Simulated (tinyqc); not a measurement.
Estimate of lattice thermal conductivity from elastic moduli (Slack, Klemens and Cahill formulas): one step, computed by the program tinyqc.

An isotropic solid.

Task: Velocities, Poisson ratio and Debye temperature. rho = M/V; vL = sqrt((B + 4G/3)/rho), vT = sqrt(G/rho); v_m = [(vL^-3 + 2 vT^-3)/3]^(-1/3); Poisson ratio sigma = (3B - 2G)/(6B + 2G); Theta = hbar v_m (6 pi^2/V)^(1/3)/k_B.

Inputs (values chosen for the exercise, for a model crystal):
```
quantity            value        unit
bulk modulus B       28.6         GPa
shear modulus G      25.1         GPa
volume per atom V    22.2  angstrom^3
mean atomic mass M   51.8           u
```

Grueneisen parameter: from the Poisson ratio.

Constants: u = 1.6605390666e-27 kg; hbar = 1.054571817e-34 J s; k_B = 1.380649e-23 J/K.

Give: density rho; vL; vT; v_m; Poisson ratio sigma; Debye temperature Theta.

Result:

density rho = 3875 kg/m^3

vL = 4002 m/s

vT = 2545 m/s

v_m = 2798 m/s

Poisson ratio sigma = 0.1605

Debye temperature Theta = 296.4 K
